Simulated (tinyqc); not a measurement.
Towards Landau levels: square lattice in a magnetic field (Harper-Hofstadter model).

Landau gauge, lattice period 1: the magnetic cell has q sites j = 0 to q - 1 along x. H_jj = -2 ty cos(ky + 2 pi p j/q), H_(j,j+1) = -tx, and the bond from q - 1 back to 0 is H_(q-1,0) = -tx exp(i q kx). The levels depend on k only through cos(q kx) and cos(q ky), so the band edges lie at (0, 0) and (pi/q, pi/q).

Parameters, chosen for this exercise: tx = 1.3 meV (hopping along x); ty = 1.3 meV (hopping along y).

Flux 1/Q. Near the bottom of the band the mass gives hbar wc = 4 pi sqrt(tx ty)/Q and E_0 = -2 (tx + ty) + hbar wc/2. For each Q, p = 1 and q = Q.

Lowest band (meV):

| Q | centre | width | E_0 | spacing to band 2 | hbar wc |
|---|---|---|---|---|---|
| 3 | -3.0758 | 0.952 | -2.4773 | 3.0758 | 5.4454 |
| 4 | -3.5370 | 0.280 | -3.1580 | 2.8335 | 4.0841 |
| 6 | -4.0118 | 0.0250 | -3.8386 | 2.0574 | 2.7227 |
| 8 | -4.2767 | 0.00222 | -4.1790 | 1.6607 | 2.0420 |
| 12 | -4.5630 | 1.81e-05 | -4.5193 | 1.1898 | 1.3614 |
| 20 | -4.8074 | 1.30e-09 | -4.7916 | 0.7542 | 0.8168 |

Give the missing row, Q = 5.

Computed row:
```
Q   centre   width      E_0  spacing to band 2  hbar wc
5  -3.8146  0.0836  -3.5664             2.3517   3.2673
```

The width falls from 0.952 to 1.3e-09 meV, by a factor 3.30 for each unit of Q at the end, so the band turns into a flat level. Its centre lies -0.599 meV from E_0 at Q = 3 and -0.016 meV at Q = 20; the spacing reaches 92 % of hbar wc, the shortfall coming from the non-parabolic band.

(tinyqc, `OMP_NUM_THREADS=1 python tinyqc.py 1252516 1252517 out.jsonl`, Intel(R) Xeon(R) Processor @ 2.30GHz, 1 thread, shared host, about 0.02 s.)
